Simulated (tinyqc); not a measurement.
The fan of levels: Landau levels of a non-parabolic (Kane) conduction band at kz = 0.

Three-level Kane model: E = (N + 1/2) 2 muB B/m(E) + s g(E) muB B, s = +/-1/2, with 1/m(E) = 1 + (Ep/3)(2/(E + Eg) + 1/(E + Eg + Dso)) and g(E) = 2 - (2 Ep/3)(1/(E + Eg) - 1/(E + Eg + Dso)); E from the band edge, solved self-consistently; remote bands are left out, and so is the confinement energy of a real sheet, which raises m and lowers |g|.

In a field B along z: l = 1/sqrt((e/hbar) B) is the magnetic length, n_B = B/(h/e) the number of states per area in one level, hbar wc = 2 muB B/m for mass m in m0; 1/angstrom^2 = 1e16/cm^2.

Constants: e/hbar = 1.519267448e-05 1/(T angstrom^2); h/e = 413566.7697 T angstrom^2; muB = 5.788381798e-05 eV/T.

Inputs chosen for the exercise (near those of InAs; the results hold for these values, not for the real material):
```
symbol  value                      unit  meaning
Eg      0.407                      eV    gap
Dso     0.373                      eV    spin-orbit splitting
Ep      20.7                       eV    Kane energy
Bs      (0.5, 1, 2, 4, 8, 12, 16)  T     fields
```

The four lowest levels against B, with their labels in order.

Levels (meV):
```
B (T)  first  second  third  fourth        order
0.500   1.06    1.47   3.57    3.97  0+ 0- 1+ 1-
1.00    2.11    2.92   7.08    7.87  0+ 0- 1+ 1-
2.00    4.21    5.81  13.97   15.48  0+ 0- 1+ 1-
4.00    8.36   11.45  27.24   30.00  0+ 0- 1+ 1-
8.00   16.49   22.33  52.02   56.79  0+ 0- 1+ 1-
12.0   24.41   32.70  74.93   81.24  0+ 0- 1+ 1-
16.0   32.14   42.64  96.35  103.87  0+ 0- 1+ 1-
```

What can be read from this table?

The fourth level grows as B^0.99 over the first two rows and B^0.85 over the last two (1 for a parabolic band without a fixed offset such as a valley splitting, 1/2 for massless Dirac electrons). The order of the levels does not change. At the highest field the lowest level has m(E) = 0.0244 and g(E) = -12.4, against 0.0229 and -14.2 at the edge.

Program tinyqc; command `OMP_NUM_THREADS=1 python tinyqc.py 1251912 1251913 out.jsonl`; about 0.06 s on one thread of a shared Intel(R) Xeon(R) Processor @ 2.30GHz.
